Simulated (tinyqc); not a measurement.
Born-Mayer model of an ionic crystal AB: one step, computed by the program tinyqc.

Energies are per ion pair and r is the nearest distance of unlike ions.

Task: Terms of the lattice energy. Madelung constant M, unlike neighbours z1, like neighbours z2 at f r, volume per pair: rock salt 1.747565, 6, 12, sqrt2, 2 r^3; caesium chloride 1.762675, 8, 6, 2/sqrt3, 8 r^3/(3 sqrt3); zinc blende 1.638055, 4, 12, sqrt(8/3), 16 r^3/(3 sqrt3). U(r) = -M z^2 e^2/(4 pi eps_0 r) + z1 lambda exp(-r/rho).

Inputs (values chosen for the exercise, for a model salt): ionic charge z = 1; unlike repulsion lambda = 356 eV; range rho = 0.354 angstrom.

Structure: zinc blende. Short range: nearest neighbours only.

equilibrium distance r0 = 2.455097 angstrom

Constants: e^2/(4 pi eps_0) = 14.39964548 eV angstrom.

Give: terms; lattice energy U.

Result:

terms (eV): Coulomb -9.608, unlike repulsion 1.385

lattice energy U = -8.222 eV per pair

The short-range terms together cancel 14.4 % of the Coulomb energy, which is rho/r0 = 0.1442: U = -(M z^2 e^2/(4 pi eps_0 r0))(1 - rho/r0).
